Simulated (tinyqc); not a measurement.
Electroplating on a thin resistive seed layer: kinetics, Wagner number and the terminal effect across a wafer: one step, computed by the program tinyqc. Command: `OMP_NUM_THREADS=1 python tinyqc.py 3121302 3121303 out.jsonl terminal walk`. One thread of a shared host (Intel(R) Xeon(R) Processor @ 2.30GHz), about 0.02 s of CPU time with the checks.

Current enters the seed at the rim. The bath is treated as a local resistance per area (no lateral flow in the liquid), two electrons per ion, molar volume 7.11 cm^3/mol, Faraday constant F = e N_A, kinematic viscosity 0.01 cm^2/s, omega = 2 pi x rpm/60; k_B T/e is in volts.

Problem. Linear estimate of the terminal effect. Linearised: with R_t = kinetic + bath resistance the current density obeys (1/r)(r i')' = i R_s/R_t, so i = A I_0(r/l), l = sqrt(R_t/R_s); with x = R/l, edge/centre = I_0(x) and edge/mean = x I_0(x)/(2 I_1(x)). Voltage drop in the seed for a uniform current: i R_s R^2/4.

Inputs (values chosen for the exercise, of the order of those for copper plating from an acid sulfate bath): wafer radius R = 15 cm; mean current density = 4.1 mA/cm^2; temperature T = 298 K.

kinetic resistance = 13.91851 ohm cm^2

bath resistance R_b = 144.3913 ohm cm^2

sheet resistance R_s = 1 ohm/square

Give: length l; x = R/l; edge over centre, linear; edge over mean, linear; drop for uniform current.

Solution.

length l = 12.58 cm

x = R/l = 1.192

edge over centre, linear = 1.388

edge over mean, linear = 1.168

drop for uniform current = 230.625 mV
